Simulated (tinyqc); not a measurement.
Worked calculation: empirical pseudopotential in a few plane waves. One step of it, computed by the program tinyqc.

Question. Levels at G. Diagonalise the Hermitian matrix.

H(k) at G (eV):
```
                     +0+0+0               -1-1-1               -1-1+1               -1+1-1
+0+0+0             0.000000   2.405169+0.750413i  -2.405169+0.750413i  -2.405169+0.750413i
-1-1-1   2.405169-0.750413i            14.085461   0.000000-1.183695i   0.000000-1.183695i
-1-1+1  -2.405169-0.750413i   0.000000+1.183695i            14.085461             0.108846
-1+1-1  -2.405169-0.750413i   0.000000+1.183695i             0.108846            14.085461
-1+1+1  -2.405169+0.750413i            -0.108846   0.000000+1.183695i   0.000000+1.183695i
+1-1-1  -2.405169-0.750413i   0.000000+1.183695i             0.108846             0.108846
+1-1+1  -2.405169+0.750413i            -0.108846   0.000000+1.183695i             0.000000
+1+1-1  -2.405169+0.750413i            -0.108846             0.000000   0.000000+1.183695i
+1+1+1   2.405169+0.750413i             0.000000            -0.108846            -0.108846
-2+0+0   0.000000-1.183695i  -2.405169+0.750413i  -2.405169-0.750413i  -2.405169-0.750413i
+0-2+0   0.000000-1.183695i  -2.405169+0.750413i  -2.405169-0.750413i   0.634965-0.211655i
+0+0-2   0.000000-1.183695i  -2.405169+0.750413i   0.634965-0.211655i  -2.405169-0.750413i
+0+0+2   0.000000+1.183695i  -0.634965-0.211655i   2.405169+0.750413i  -0.634965+0.211655i
+0+2+0   0.000000+1.183695i  -0.634965-0.211655i  -0.634965+0.211655i   2.405169+0.750413i
+2+0+0   0.000000+1.183695i  -0.634965-0.211655i  -0.634965+0.211655i  -0.634965+0.211655i

                     -1+1+1               +1-1-1               +1-1+1               +1+1-1
+0+0+0  -2.405169-0.750413i  -2.405169+0.750413i  -2.405169-0.750413i  -2.405169-0.750413i
-1-1-1            -0.108846   0.000000-1.183695i            -0.108846            -0.108846
-1-1+1   0.000000-1.183695i             0.108846   0.000000-1.183695i             0.000000
-1+1-1   0.000000-1.183695i             0.108846             0.000000   0.000000-1.183695i
-1+1+1            14.085461             0.000000             0.108846             0.108846
+1-1-1             0.000000            14.085461   0.000000-1.183695i   0.000000-1.183695i
+1-1+1             0.108846   0.000000+1.183695i            14.085461             0.108846
+1+1-1             0.108846   0.000000+1.183695i             0.108846            14.085461
+1+1+1   0.000000+1.183695i            -0.108846   0.000000+1.183695i   0.000000+1.183695i
-2+0+0   2.405169-0.750413i   0.634965-0.211655i  -0.634965-0.211655i  -0.634965-0.211655i
+0-2+0  -0.634965-0.211655i  -2.405169-0.750413i   2.405169-0.750413i  -0.634965-0.211655i
+0+0-2  -0.634965-0.211655i  -2.405169-0.750413i  -0.634965-0.211655i   2.405169-0.750413i
+0+0+2  -2.405169+0.750413i  -0.634965+0.211655i  -2.405169+0.750413i   0.634965+0.211655i
+0+2+0  -2.405169+0.750413i  -0.634965+0.211655i   0.634965+0.211655i  -2.405169+0.750413i
+2+0+0   0.634965+0.211655i   2.405169+0.750413i  -2.405169+0.750413i  -2.405169+0.750413i

                     +1+1+1               -2+0+0               +0-2+0               +0+0-2
+0+0+0   2.405169-0.750413i   0.000000+1.183695i   0.000000+1.183695i   0.000000+1.183695i
-1-1-1             0.000000  -2.405169-0.750413i  -2.405169-0.750413i  -2.405169-0.750413i
-1-1+1            -0.108846  -2.405169+0.750413i  -2.405169+0.750413i   0.634965+0.211655i
-1+1-1            -0.108846  -2.405169+0.750413i   0.634965+0.211655i  -2.405169+0.750413i
-1+1+1   0.000000-1.183695i   2.405169+0.750413i  -0.634965+0.211655i  -0.634965+0.211655i
+1-1-1            -0.108846   0.634965+0.211655i  -2.405169+0.750413i  -2.405169+0.750413i
+1-1+1   0.000000-1.183695i  -0.634965+0.211655i   2.405169+0.750413i  -0.634965+0.211655i
+1+1-1   0.000000-1.183695i  -0.634965+0.211655i  -0.634965+0.211655i   2.405169+0.750413i
+1+1+1            14.085461  -0.634965-0.211655i  -0.634965-0.211655i  -0.634965-0.211655i
-2+0+0  -0.634965+0.211655i            18.780614             0.108846             0.108846
+0-2+0  -0.634965+0.211655i             0.108846            18.780614             0.108846
+0+0-2  -0.634965+0.211655i             0.108846             0.108846            18.780614
+0+0+2  -2.405169-0.750413i            -0.108846            -0.108846             0.000000
+0+2+0  -2.405169-0.750413i            -0.108846             0.000000            -0.108846
+2+0+0  -2.405169-0.750413i             0.000000            -0.108846            -0.108846

                     +0+0+2               +0+2+0               +2+0+0
+0+0+0   0.000000-1.183695i   0.000000-1.183695i   0.000000-1.183695i
-1-1-1  -0.634965+0.211655i  -0.634965+0.211655i  -0.634965+0.211655i
-1-1+1   2.405169-0.750413i  -0.634965-0.211655i  -0.634965-0.211655i
-1+1-1  -0.634965-0.211655i   2.405169-0.750413i  -0.634965-0.211655i
-1+1+1  -2.405169-0.750413i  -2.405169-0.750413i   0.634965-0.211655i
+1-1-1  -0.634965-0.211655i  -0.634965-0.211655i   2.405169-0.750413i
+1-1+1  -2.405169-0.750413i   0.634965-0.211655i  -2.405169-0.750413i
+1+1-1   0.634965-0.211655i  -2.405169-0.750413i  -2.405169-0.750413i
+1+1+1  -2.405169+0.750413i  -2.405169+0.750413i  -2.405169+0.750413i
-2+0+0            -0.108846            -0.108846             0.000000
+0-2+0            -0.108846             0.000000            -0.108846
+0+0-2             0.000000            -0.108846            -0.108846
+0+0+2            18.780614             0.108846             0.108846
+0+2+0             0.108846            18.780614             0.108846
+2+0+0             0.108846             0.108846            18.780614
```

Give: eigenvalues.

Answer.

eigenvalues (eV): -4.4796  9.3033  9.3033  9.3033  10.4897  14.5086  14.5086  14.5086  18.5317  18.5629  18.5629  22.9219  22.9219  22.9219  23.4982
